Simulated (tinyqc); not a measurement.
Photoconductance decay in a wafer: bulk and surface recombination modes, and iron detection by pair splitting. Changing the thickness W. Computed by tinyqc, a small Python program. Command: `OMP_NUM_THREADS=1 python tinyqc.py 3113492 3113493 out.jsonl pcd sweep`. One thread of a shared host (Intel(R) Xeon(R) Processor @ 2.30GHz), about 0.03 s of CPU time with the checks.

Both faces of the wafer have the same S; injection is low and all coefficients are constant. x runs from -W/2 to W/2.

Inputs (values chosen for the exercise, modelled on p-type silicon): diffusivity D = 27.9 cm^2/s; bulk lifetime tau_b without iron = 190 microsecond; surface recombination velocity S = 49 cm/s.

Method. Even modes cos(a x) obey b tan b = S W/(2 D) with b = a W/2, odd modes sin(a x) obey -b cot b = S W/(2 D); each decays at the rate 1/tau_b + D a^2. tau_eff is the decay time of the first mode. The surface time is 1/(D a^2) of that mode; shortcuts for it are W/(2 S), W^2/(pi^2 D) and their sum, whose error is sum/surface time - 1.

One run for each value:
```
thickness W (micrometre),tau_eff (microsecond),surface time (microsecond),tau_eff/tau_b
20,18.4,20,0.0970
36,30.8,37,0.1622
63,48.1,64,0.2532
110,70.7,113,0.3721
200,98.7,205,0.5193
630,147.3,655,0.7751
1100,163.2,1159,0.8591
2000,174.6,2162,0.9192
```

Give the missing row, thickness W (micrometre) = 360.

Computed row:
```
thickness W (micrometre)  tau_eff (microsecond)  surface time (microsecond)  tau_eff/tau_b
360                                       125.7                         371         0.6615
```

Interpolating between the two neighbouring rows (the first column on a logarithmic scale, the others too where they are positive) misses by up to 3.6 %. Over the rows, tau_eff (microsecond) rises from 18.4 to 175 (exponent d ln y / d ln x 0.87 between the first rows and 0.11 between the last); surface time (microsecond) rises from 20.4 to 2160 (exponent d ln y / d ln x about 1.0 throughout); tau_eff/tau_b rises from 0.0970 to 0.919 (exponent d ln y / d ln x 0.87 between the first rows and 0.11 between the last). The exponent of surface time stays between 1.00 and 1.04, near 1: slow surfaces, W/(2 S). Plotting 1/tau_eff against 1/W separates bulk and surface while W/(2 S) is the larger part of the surface time.

Extremes, crossings and ranges named in words are read from the listed rows.
